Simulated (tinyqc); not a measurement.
What each parameter does: four-band model of biased bilayer graphene near K.

Basis A1, B1, A2, B2, with B1 below A2; p = kx + i ky, v_j = (sqrt3/2) a g_j. Diagonal -U/2, -U/2, U/2, U/2; <A1|B1> = <A2|B2> = v0 p*, <B1|A2> = g1, <A1|B2> = v3 p, <A1|A2> = <B1|B2> = -v4 p*.

Inputs chosen for the exercise (near those used for Bernal bilayer graphene; not measured data):
```
symbol  value            unit        meaning
a       2.46             angstrom    lattice constant
g0      2.73             eV          hopping in a layer
g1      0.417            eV          hopping of the dimer sites
g3      0                eV          skew hopping A1-B2
g4      0                eV          skew hopping A1-A2
U       0.04             eV          potential difference of the layers
k       (-0.041, 0.022)  1/angstrom  wave vector from K
```

The four levels at k.

Results for these values:
```
case  band 1 (eV)  band 2 (eV)  band 3 (eV)  band 4 (eV)
base      -0.5509      -0.1331       0.1331       0.5509
```

What happens to each result for g3 = 0.1 eV, all else kept?

Answer: band 1 rises from -0.5509 to -0.5507; band 2 falls from -0.1331 to -0.1340; band 3 rises from 0.1331 to 0.1340; band 4 falls from 0.5509 to 0.5507.

The same for each parameter in turn:
```
case            band 1 (eV)  band 2 (eV)  band 3 (eV)  band 4 (eV)
base                -0.5509      -0.1331       0.1331       0.5509
g0 = 2.867 eV       -0.5617      -0.1438       0.1438       0.5617
g1 = 0.4587 eV      -0.5847      -0.1255       0.1255       0.5847
g3 = 0.1 eV         -0.5507      -0.1340       0.1340       0.5507
g4 = 0.05 eV        -0.5548      -0.1292       0.1370       0.5470
U = 0.09 eV         -0.5538      -0.1330       0.1330       0.5538
```

Only g4 breaks the mirror symmetry between the upper and lower bands.

Run: tinyqc, `OMP_NUM_THREADS=1 python tinyqc.py 1452563 1452564 out.jsonl`; Intel(R) Xeon(R) Processor @ 2.30GHz, one thread, shared host; about 0.06 s of CPU time with all checks.
